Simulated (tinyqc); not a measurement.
From results back to parameters: gated graphene: carriers, quantum capacitance and optical conductivity. Two cases, with inputs chosen for the exercise.

Problem. At low temperature the interband edge lies at 2|mu|, n = mu^2/(pi hv^2), and V = mu/e + e n/Cox with Cox/e^2 = k/(4 pi e2 t), e2 = e^2/(4 pi eps0), t in angstrom. The edge and the voltage are given; hv is hidden.

Constants: e^2/(4 pi eps0) = 14.39964547 eV angstrom.
Find: n; hv; vF (hbar = 6.58211957e-16 eV s).
Method. mu is half the edge; n = Cox (V - mu/e)/e; hv = mu/sqrt(pi n).

Case 1.

Values chosen (out of a larger set: Fermi velocity near that of graphene, gate dielectric near hBN; not measured data): k = 3.3 (dielectric constant of the gate layer); t = 10 nm (its thickness).

edge = 0.5560 eV
V = 2.96146 V

Solution.

n = 4.89e+12 1/cm^2
hv = 7.09 eV angstrom
vF (hbar = 6.58211957e-16 eV s) = 1.08e+06 m/s

Case 2.

Values chosen (out of a larger set: Fermi velocity near that of graphene, gate dielectric near SiO2; not measured data): k = 3.8 (dielectric constant of the gate layer); t = 30 nm (its thickness).

edge = 0.8300 eV
V = 17.8610 V

Solution.

n = 1.22e+13 1/cm^2
hv = 6.70 eV angstrom
vF (hbar = 6.58211957e-16 eV s) = 1.02e+06 m/s

Computed by tinyqc, one run a case: `OMP_NUM_THREADS=1 python tinyqc.py N N+1 out.jsonl` with N = 1680998, 1681006; one thread of a shared Intel(R) Xeon(R) Processor @ 2.30GHz, about 0.01 s a run at most.
